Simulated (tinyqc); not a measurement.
Resistance of a source-drain extension with a graded tip: effect of the gate overdrive.

y runs along the channel, the gate covers y > 0. The doping is N0 for y < y0 and N0 10^(-(y - y0)/la) beyond, uniform over the depth xj. Sheet conductance s(y) = q mu(N) max(N - Nch, 0) xj + (for y > 0) ma Cox Vo, with mu(N) = u0 + (u1 - u0)/(1 + (N/Nr)^au) and Cox = eps0 eox/tox. Current is taken as one-dimensional; depletion of the tip, spreading and the contact are left out. The metallurgical junction lies at yj, where N = Nch.

R_spacer = integral of dy/s from -Ls to 0, R_ov from 0 to yj, R_channel = (Lg - 2 yj)/(ma Cox Vo), R_total = 2 R_spacer + 2 R_ov + R_channel. Electrical length L_eff = ma Cox dR_total/d(1/Vo); R_series = R_total - L_eff/(ma Cox Vo).

Values chosen for this exercise; mobility law close to that of electrons in silicon:

| symbol | value | unit | meaning |
|---|---|---|---|
| eox | 8.91 |  | relative permittivity of the gate insulator (close to aluminium oxide) |
| tox | 2.5 | nm | insulator thickness |
| N0 | 1.3e20 | cm^-3 | active doping of the extension far from the gate |
| la | 6.2 | nm/decade | lateral abruptness |
| y0 | 4.1 | nm | position under the gate where the fall begins (gate edge at 0) |
| xj | 17 | nm | depth of the extension |
| Nch | 2.6e18 | cm^-3 | channel doping |
| Ls | 18 | nm | spacer length |
| ma | 120 | cm^2/(V s) | mobility of the gate-induced layer |
| u1 | 1414 | cm^2/(V s) | mobility at low doping |
| u0 | 68.5 | cm^2/(V s) | mobility at high doping |
| Nr | 9.2e16 | cm^-3 | reference doping |
| au | 0.711 |  | exponent |
| Lg | 45 | nm | gate length |

Constants: q = 1.602176634e-19 C, eps0 = 8.8541878128e-14 F/cm where lengths are in cm. Results are converted to the units shown.

The same in every row: yj (nm) = 14.63; R_spacer (ohm um) = 6.807.

Effect of the gate overdrive:
```
Vo (V),R_ov (ohm um),R_channel (ohm um),R_total (ohm um),L_eff (nm),R_series (ohm um)
0.15,38.93,277.0,368.5,17.53,59.88
0.3,28.75,138.5,209.6,18.80,44.09
0.45,23.57,92.33,153.1,19.82,36.76
0.6,20.28,69.24,123.4,20.68,32.40
0.75,17.95,55.40,104.9,21.43,29.46
0.9,16.18,46.16,92.14,22.09,27.34
1.05,14.79,39.57,82.76,22.68,25.72
1.2,13.66,34.62,75.55,23.23,24.44
```

As Vo goes from 0.15 to 1.2, R_total falls from 368 to 75.6 ohm um, L_eff rises from 17.5 to 23.2 nm and R_series falls from 59.9 to 24.4 ohm um. Both extracted quantities depend on the overdrive at which they are taken.

Numbers from tinyqc (`OMP_NUM_THREADS=1 python tinyqc.py 2282115 2282116 out.jsonl`; about 0.03 s on one thread of a shared Intel Xeon 2.30GHz).
